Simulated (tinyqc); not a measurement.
Orbital energy against energy difference: ionisation energy by orbital energies and by energy differences in the 6-31g basis, for H4, spin multiplicity 1. Computed by the program tinyqc with PySCF. The cation is unrestricted; errors are against CCSD(T) in this basis, not against experiment.

Geometry (angstrom):
```
atom       x       y       z
H     0.0000  0.0000  0.0000
H     0.0000  0.0000  0.8090
H     0.0000  0.0000  1.6270
H     0.0000  0.0000  2.4370
```

CCSD(T) difference in the same basis = 12.0801 eV

IP-EOM-CCSD = 12.0948 eV

First vertical ionisation energy (eV):
```
method     -e(HOMO)  E(cation) - E  error of -e(HOMO)  error of the difference
HF           12.234       11.47381              0.154                   -0.606
PBE           7.588       12.17272             -4.493                    0.093
B3LYP         8.763       12.36751             -3.317                    0.287
PBE0          8.927       12.23264             -3.153                    0.153
CAM-B3LYP    10.319       12.30019             -1.761                    0.220
LC-wPBE      11.687       12.29263             -0.394                    0.213
```

Estimate the missing row, method = LDA.

Computed row:
```
method  -e(HOMO)  E(cation) - E  error of -e(HOMO)  error of the difference
LDA        7.502       12.13963             -4.578                    0.060
```

Koopmans errs by +0.15 eV and Delta-HF by -0.61 eV: relaxation, 0.76 eV, lowers the value and the missing correlation difference works against it. The PBE level is off by -4.5 eV through the wrong tail of its potential, though its energy difference is off by +0.09 eV; exact exchange deepens the level, and among the orbital energies HF comes closest; among the differences LDA does.
